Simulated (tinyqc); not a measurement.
Dispersion: Heisenberg magnet: exchange from energy differences, ordering vector, linear spin waves and ordering temperature. Computed by tinyqc, a small Python program. Command: `OMP_NUM_THREADS=1 python tinyqc.py 3004282 3004283 out.jsonl magnon walk`. One thread of a shared host (Intel(R) Xeon(R) Processor @ 2.30GHz), about 0.08 s of CPU time with the checks.

H = -sum over pairs <ij> J_ij S_i.S_j - K sum_i (S_i^z)^2, each pair once, J > 0 ferromagnetic. First neighbours: 12 at a (0.5, 0.5, 0), second: 6 at a (1, 0, 0), with all permutations and signs.

Inputs (values chosen for the exercise, for a model magnet):
```
quantity                 value      unit
exchange J1               20.6       meV
exchange J2                4.9       meV
spin S                     0.5         -
single-ion anisotropy K   0.94       meV
lattice constant a        4.28  angstrom
```

Lattice: fcc. Order: ferromagnetic.

Method:
- g_s(q) = sum over shell s of cos(q.R), z1 = g1(0). E(q) = S [J(0) - J(q)] + (2S - 1) K, J(q) = J1 g1 + J2 g2. The factor 2S - 1 removes the anisotropy for S = 1/2.
- sum R_x^2 over the shells is s1 = 2 a^2 and s2 = 2 a^2. E = gap + D q^2 with D = (S/2)(J1 s1 + J2 s2) and gap = (2S - 1) K.
- J(q) = J1 g1(q) + J2 g2(q), g_s(q) = sum over shell s of cos(q.R).

gap = 0 meV

stiffness D = 233.5596 meV angstrom^2

Energies (meV); X = (1, 0, 0), L = (0.5, 0.5, 0.5) in 2 pi/a:
```
line  fraction of the way    E(q)  gap + D q^2
G-X                  0.10    4.97         5.03
G-X                  0.25   29.03        31.46
G-X                  0.50   92.20       125.84
G-X                  0.75  145.57       283.13
G-X                  1.00  164.80       503.35
G-L                  0.10    3.74         3.78
G-L                  0.25   22.41        23.59
G-L                  0.50   76.50        94.38
G-L                  0.75  130.59       212.35
G-L                  1.00  153.00       377.51
```

What follows from these numbers?

At the end of the G-X rows the long-wave form is 3.05 times the true energy. At the end of the G-L rows the long-wave form is 2.47 times the true energy. It holds to 5 % in 2 of the ten rows; nearer the zone boundary the cosine flattens the band.
